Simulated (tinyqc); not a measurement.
Metal-interlayer-semiconductor contact, depinning against tunnelling resistance: two steps of the calculation.

Zero bias, n-type semiconductor. Gap states at the semiconductor surface thin out as exp(-be ti), which unpins the barrier; electrons must then cross the interlayer (a rectangular barrier, no voltage drop across it) and the parabolic depleted layer, both by WKB. Energies E are counted from the Fermi level; no image force, parabolic bands.

Values chosen for this exercise; semiconductor values close to those of gallium arsenide; interlayer mass of the order of that in titanium dioxide, offset chosen freely: temperature T = 300 K; band gap Eg = 1.44 eV; relative permittivity eps_r = 13.2; electron affinity chi = 3.92 eV; conduction-band density of states at T Nc = 4.4e17 cm^-3; tunnelling mass in the semiconductor mt = 0.0655 m0; Richardson mass mA = 0.0668 m0; donor density Nd = 2e19 cm^-3; charge-neutrality level above the valence band E0 = 0.5 eV; pinning factor without interlayer S0 = 0.099; metal work function phiM = 4.22 eV; interlayer thickness ti = 1.3 nm; conduction-band offset of the interlayer above the semiconductor dE = 0.12 eV; tunnelling mass in the interlayer mi = 0.3 m0; decay constant of gap states through the interlayer be = 3.3 1/nm.

Constants: q = 1.602176634e-19 C, kB = 1.380649e-23 J/K, eps0 = 8.8541878128e-12 F/m, hbar = 1.054571817e-34 J s, h = 6.62607015e-34 J s, m0 = 9.1093837015e-31 kg, Vt = kB T/q, hbar^2/(2 m0) = 0.0380998212 eV nm^2. Results are converted to the units shown.

Problem 1. Pinning, barrier and scales. S = 1/(1 + (1/S0 - 1) exp(-be ti)); phiB = S (phiM - chi) + (1 - S)(Eg - E0); xi = Ec - EF deep inside, from Nd = Nc F(-xi/Vt), F(x) = (2/sqrt(pi)) int_0^infinity sqrt(u) du/(1 + exp(u - x)); band bending U = phiB - xi; E00 = (hbar/2) sqrt(Nd/(eps0 eps_r mt m0)) in volts; A = 4 pi q mA m0 kB^2/h^3.

Give: S; phiB; xi; U; E00; A.

Solution 1.

S = 0.88910
phiB = 0.37097 eV
xi = -0.39669 eV
U = 0.76766 eV
E00 = 0.089297 eV
A = 8.0276 A/(cm^2 K^2)

Problem 2. Exponents and integrand on an energy grid. With U = phiB - xi: for xi < E < phiB, y = (E - xi)/U and G1 = (U/E00) [sqrt(1 - y) - y ln((1 + sqrt(1 - y))/sqrt(y))], G1 = 0 above phiB; G2 = 2 ti sqrt(mi max(phiB + dE - E, 0)/C), C = hbar^2/(2 m0); f = 1/(1 + exp(E/Vt)); integrand exp(-G1 - G2) f.

| point | E (eV) |
|---|---|
| 0 | -0.39 |
| 1 | -0.34333 |
| 2 | -0.29667 |
| 3 | -0.25 |
| 4 | -0.20333 |
| 5 | -0.15667 |
| 6 | -0.11 |
| 7 | -0.06333 |
| 8 | -0.01667 |
| 9 | 0.03 |
| 10 | 0.07667 |
| 11 | 0.12333 |
| 12 | 0.17 |
| 13 | 0.21667 |
| 14 | 0.26333 |
| 15 | 0.31 |

phiB = 0.37097387 eV
xi = -0.39668976 eV
E00 = 0.089296551 eV

Wanted: G1; G2; f; integrand.

Solution 2.

| point | G1 | G2 | f | integrand (1e-4) |
|---|---|---|---|---|
| 0 | 8.3298 | 6.8478 | 1.0000 | 0.0026 |
| 1 | 7.0925 | 6.6640 | 1.0000 | 0.0106 |
| 2 | 6.1379 | 6.4750 | 0.99999 | 0.0333 |
| 3 | 5.3187 | 6.2802 | 0.99994 | 0.0918 |
| 4 | 4.5934 | 6.0792 | 0.99962 | 0.2316 |
| 5 | 3.9418 | 5.8714 | 0.99767 | 0.5460 |
| 6 | 3.3516 | 5.6559 | 0.98601 | 1.2077 |
| 7 | 2.8154 | 5.4318 | 0.92054 | 2.4115 |
| 8 | 2.3281 | 5.1982 | 0.65584 | 3.5331 |
| 9 | 1.8860 | 4.9535 | 0.23859 | 2.5545 |
| 10 | 1.4868 | 4.6960 | 0.048998 | 1.0116 |
| 11 | 1.1293 | 4.4237 | 0.0084039 | 0.3257 |
| 12 | 0.8132 | 4.1334 | 0.0013916 | 0.0989 |
| 13 | 0.5393 | 3.8211 | 2.2909e-4 | 0.0293 |
| 14 | 0.3099 | 3.4810 | 3.7691e-5 | 0.0085 |
| 15 | 0.1304 | 3.1037 | 6.1976e-6 | 0.0024 |

tinyqc, about 0.03 s, one thread, Intel Xeon 2.30GHz (shared host): `OMP_NUM_THREADS=1 python tinyqc.py 2270062 2270063 out.jsonl`
